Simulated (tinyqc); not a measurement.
# Frequency dispersion of an accumulation capacitance by border traps, distributed model: two studies

Traps spread evenly through the insulator exchange electrons with the semiconductor by tunnelling, with tau(x) = t0 exp(2 ka x) at depth x from the interface. The admittance per area Y seen at depth x obeys dY/dx = -Y^2/(i w eps0 eox) + q Nb ln(1 + i w tau)/tau, with Y(0) = i w Cs and w = 2 pi f; the gate sees Y(tox) = G + i w C. Working variable y = Y/(i w), in uF/cm^2. Cox = eps0 eox/tox.

Parameters, values chosen for the exercise; permittivity close to that of silicon dioxide: relative permittivity of the insulator eox = 3.8; insulator thickness tox = 6.2 nm; semiconductor capacitance in accumulation Cs = 0.85 uF/cm^2; density of border traps Nb = 6.5e19 cm^-3 eV^-1; decay constant of the wave function in the insulator ka = 6.5 1/nm; time constant of a trap at the interface t0 = 1e-8 s; frequency f = 100 Hz.

Constants: q = 1.602176634e-19 C, eps0 = 8.8541878128e-14 F/cm where lengths are in cm. Results are converted to the units shown.

Each table varies one quantity; the others keep the values above.

## Capacitance and loss against frequency

Cox; trap-free value 1/(1/Cox + 1/Cs); response depth d = ln(1/(w t0))/(2 ka), where w tau = 1; lumped estimate: all traps within d act as C_bt = q Nb d placed at d/2, so C = 1/{1/[1/(1/Cs + d/(2 eps0 eox)) + C_bt] + (tox - d/2)/(eps0 eox)}. C and G from a fine integration; dispersion -d C/d log10 f over C, from f times and over 1.1. For a broad spread of time constants G/w is close to -(pi/2) dC/d ln w.

The same in every row: trap-free C (uF/cm^2) = 0.3312.

Capacitance and loss against frequency:

| f (Hz) | d (nm) | C (uF/cm^2) | G/w (uF/cm^2) | dispersion (% a decade) | -(pi/2) dC/d ln w (uF/cm^2) | lumped C (uF/cm^2) |
|---|---|---|---|---|---|---|
| 10 | 1.098 | 0.4666 | 0.01171 | 3.671 | 0.01169 | 0.4528 |
| 100 | 0.9214 | 0.4494 | 0.01187 | 3.862 | 0.01184 | 0.4373 |
| 1000 | 0.7442 | 0.4318 | 0.01222 | 4.135 | 0.01218 | 0.4208 |
| 10000 | 0.5671 | 0.4135 | 0.01281 | 4.522 | 0.01276 | 0.4030 |
| 1e5 | 0.3900 | 0.3942 | 0.01371 | 5.079 | 0.01366 | 0.3836 |
| 1e6 | 0.2129 | 0.3733 | 0.01486 | 5.910 | 0.01505 | 0.3618 |
| 1e7 | 0.03575 | 0.3501 | 0.01419 | 6.652 | 0.01589 | 0.3368 |

What does the comparison show?

C falls from 0.4666 to 0.3501 uF/cm^2, towards the trap-free 0.3312; each decade of frequency removes ln 10/(2 ka) = 0.177 nm from the response depth. The dispersion rises from 3.67 to 6.65 % a decade and G/w goes from 0.0117 through a maximum of 0.0149 (at f = 1e6 Hz among the rows listed) to 0.0142 uF/cm^2. G/w lies between 0.893 and 1.00 times -(pi/2) dC/d ln w, the relation for a broad spread of time constants.

## Effect of the decay constant of the wave function in the insulator

Same model as above.

The same in every row: trap-free C (uF/cm^2) = 0.3312.

Effect of the decay constant of the wave function in the insulator:

| ka (1/nm) | d (nm) | C (uF/cm^2) | G/w (uF/cm^2) | dispersion (% a decade) | -(pi/2) dC/d ln w (uF/cm^2) | lumped C (uF/cm^2) |
|---|---|---|---|---|---|---|
| 2.5 | 2.396 | 0.6228 | 0.03932 | 9.182 | 0.03901 | 0.5542 |
| 3.2 | 1.872 | 0.5548 | 0.02617 | 6.881 | 0.02604 | 0.5144 |
| 3.9 | 1.536 | 0.5160 | 0.02008 | 5.683 | 0.02001 | 0.4885 |
| 4.6 | 1.302 | 0.4904 | 0.01661 | 4.948 | 0.01655 | 0.4698 |
| 5.3 | 1.130 | 0.4719 | 0.01435 | 4.445 | 0.01431 | 0.4555 |
| 6 | 0.9981 | 0.4577 | 0.01276 | 4.075 | 0.01272 | 0.4441 |
| 6.7 | 0.8939 | 0.4464 | 0.01156 | 3.786 | 0.01153 | 0.4348 |
| 7.4 | 0.8093 | 0.4371 | 0.01061 | 3.551 | 0.01059 | 0.4270 |

As ka goes from 2.5 to 7.4, C falls from 0.623 to 0.437 uF/cm^2, the dispersion falls from 9.18 to 3.55 % a decade and G/w falls from 0.0393 to 0.0106 uF/cm^2. The lumped estimate is 11 % below C in the first row and 2.3 % below it in the last.

Computed by the program tinyqc: `OMP_NUM_THREADS=1 python tinyqc.py 2202061 2202062 out.jsonl`, one thread of a shared Intel Xeon 2.30GHz, about 0.5 s for the whole run.
